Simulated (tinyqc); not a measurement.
Jacobi rotations on a symmetric matrix, step by step. One step of it, computed by the program tinyqc.

Task: Jacobi rotation 2. Take the largest off-diagonal element A_pq; tan 2 theta = 2 A_pq / (A_qq - A_pp) with |theta| <= pi/4; A' = J^T A J with J_pp = J_qq = cos, J_pq = sin, J_qp = -sin.

A', lower triangle:
```
           1          2         3         4
1   0.922220
2  -0.076462   1.626000
3   0.103460  -0.119000  1.881000
4   0.000000  -0.051396  0.002242  2.123780
```

Give: p, q, theta; A'.

Result:

p, q, theta (rad): 2.0000  3.0000  -0.3755

A', lower triangle:
```
         1        2       3       4
1   0.9222
2  -0.0332   1.5791
3   0.1243   0.0000  1.9279
4   0.0000  -0.0470  0.0209  2.1238
```
